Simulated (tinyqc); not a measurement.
Floating body of a partially depleted SOI transistor: body voltage and kink: one step of the calculation.

Source at 0 V. Channel current Ic = 2 nf K Vt^2 [F(0) - F(Vd)](1 + la Vd), F(V) = ln^2(1 + exp((Vg - VT - nf V)/(2 nf Vt))), VT = VT0 - gb Vb. Saturation voltage Vs = 2 Vt sqrt(F(0)) + 3 Vt, excess Ve = (Vd - Vs + sqrt((Vd - Vs)^2 + 0.0004 V^2))/2, multiplication M1 = Ai Ve exp(-Bl/Ve). Each junction passes D(v) = J1 (exp(v/Vt) - 1) + J2 (exp(v/(2 Vt)) - 1). Bipolar current Ib = bb J1 (exp(Vb/Vt) - 1). The body settles where M1 (Ic + Ib) = D(Vb) + D(Vb - Vd) + Vb/Rb; drain current Id = (1 + M1)(Ic + Ib) - D(Vb - Vd).

Problem. Drain current with floating and with grounded body. Id and VT at the converged Vb, Id at Vb = 0, their ratio, and the bipolar share Ib/(Ic + Ib).

Inputs (values chosen for the exercise); values of the order met in partially depleted silicon-on-insulator transistors:
- T = 358 K (temperature)
- VT0 = 0.51 V (threshold at zero body voltage)
- gb = 0.24 (fall of the threshold per volt of body voltage)
- nf = 1.38 (slope factor)
- K = 250 uA/(V^2 um) (gain factor per width)
- la = 0.09 1/V (channel-length modulation factor)
- Ai = 1.72 1/V (impact-ionisation prefactor)
- Bl = 5.6 V (impact-ionisation voltage)
- J1 = 2.7e-11 uA/um (diffusion saturation current of each junction)
- J2 = 4.5e-7 uA/um (recombination saturation current of each junction)
- bb = 1 (gain of the lateral bipolar transistor on the diffusion current)
- Rb = 1e9 kohm um (resistance of a weak body tie to the source (1e9 stands for no tie, and the term is then dropped))
- Vg = 0.8 V (gate voltage)
- Vd = 1.5 V (drain voltage)

Constants: q = 1.602176634e-19 C, kB = 1.380649e-23 J/K, Vt = kB T/q. Results are converted to the units shown.

converged Vb = 0.69843863 V

Wanted: VT; Id, floating; Id, grounded; ratio; bipolar share.

Solution.

VT = 0.3424 V
Id, floating = 21.97 uA/um
Id, grounded = 8.980 uA/um
ratio = 2.447
bipolar share = 0.8438 %

The body rises to 0.698 V and lowers the threshold by 168 mV.

Range of the model: The multiplication law is an empirical form chosen for the exercise; self-heating and capacitive coupling to the body are left out, and the linear laws are rough once Vb passes about 0.7 V or M1 about 0.1.

Program tinyqc, `OMP_NUM_THREADS=1 python tinyqc.py 2182241 2182242 out.jsonl`; Intel Xeon 2.30GHz, shared host, one thread, about 0.2 s.
